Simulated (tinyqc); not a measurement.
Grain growth, pinning, strength and diffusional creep of a polycrystal or thin film: one step, computed by the program tinyqc. Command: `OMP_NUM_THREADS=1 python tinyqc.py 3026777 3026778 out.jsonl grain walk`. One thread of a shared host (Intel(R) Xeon(R) Processor @ 2.30GHz), about 0.01 s of CPU time with the checks.

One mean grain size d describes the structure.

Task: Yield stress. Hall-Petch term k_y/sqrt(d). Orowan term 3.06 x 0.4 G b ln(2 rbar/b)/(pi lambda sqrt(1 - nu)) with nu = 1/3, rbar = sqrt(2/3) r, lambda = rbar (sqrt(pi/f) - 2). The terms are added to sigma_0.

Inputs (values chosen for the exercise, modelled on nickel): shear modulus G = 80.8 GPa; Burgers vector b = 2.492 angstrom; anneal temperature T = 550 K; particle volume fraction f = 0.0013; particle radius r = 8.9 nm; friction stress sigma_0 = 36 MPa; Hall-Petch slope k_y = 0.18 MPa m^0.5.

Sample: bulk.

grain size d = 170.4339 nm

Give: Hall-Petch term; Orowan term; yield stress.

Result:

Hall-Petch term = 436.0 MPa

Orowan term = 114.0 MPa

yield stress = 586.0 MPa
